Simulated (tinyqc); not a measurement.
# From self-consistent quantum back to quartic constant b

Model: one anharmonic mode: perturbation theory, self-consistent phonons and exact levels. Computed by tinyqc, a small Python program. Command: `OMP_NUM_THREADS=1 python tinyqc.py 3023394 3023395 out.jsonl scp inv`. One thread of a shared host (Intel(R) Xeon(R) Processor @ 2.30GHz), about 0.05 s of CPU time with the checks.

V(x) = k x^2/2 + b x^4 for one coordinate x of mass M. A constant K > 0 gives hbar Omega = sqrt((hbar^2/u) K/M) with K in eV/angstrom^2 and M in u.

Inputs (values chosen for the exercise, for a model mode):
```
quantity             value           unit
mode mass M           15.6              u
harmonic constant k   7.97  eV/angstrom^2
temperature T          260              K
mixing                 0.4              -
```

Shape: single well.

Constants: hbar^2/u = 4.18015928e-03 eV angstrom^2; k_B = 8.617333262e-05 eV/K.

Method:
- Self-consistent phonon, centred at x = 0: K = k + 12 b <x^2>, <x^2> = (hbar Omega/(2K)) coth(hbar Omega/(2 k_B T)).
- Start at K = |k|; K(new) = K + mixing x (K_out - K), but at least K/20; stop when |K_out - K| < 1e-9 |k| or after 90 steps.
- Its free energy is F = k_B T ln[2 sinh(hbar Omega/(2 k_B T))] + (k - K)<x^2>/2 + 3 b <x^2>^2, an upper bound to the exact one.

Question. A run gave the result below. Find the quartic constant b, known to lie between 280 and 400 eV/angstrom^4.

self-consistent quantum = 66.87458 meV

Answer.

Each step takes the trial c = (a f_b - b f_a)/(f_b - f_a), f being the result less the target and a, b, c the logarithms of the listed values; c replaces end b, the old b replaces a if the sign of f changed, and otherwise f_a is halved.

Scan of the range:
```
quartic constant b (eV/angstrom^4)  self-consistent quantum (meV)
280                                                       64.8971
297                                                       65.6188
315                                                       66.3604
335                                                       67.1593
355                                                       67.9338
377                                                       68.7600
400                                                       69.5970
```

False position (Illinois rule, in the logarithm of the input) inside the bracket:
```
step    end a    end b    trial  self-consistent quantum (meV)
1     315.000  335.000  327.731                        66.8718
2     335.000  327.731  327.800                        66.8746
3     335.000  327.800  327.800                        66.8746
4     327.800  327.800  327.800                        66.8746
```

Self-consistent quantum rises at every point of a 13-point scan of the range (every second point is shown), so one value fits; it is bracketed by 315 and 335. Answer: quartic constant b = 327.8 eV/angstrom^4.
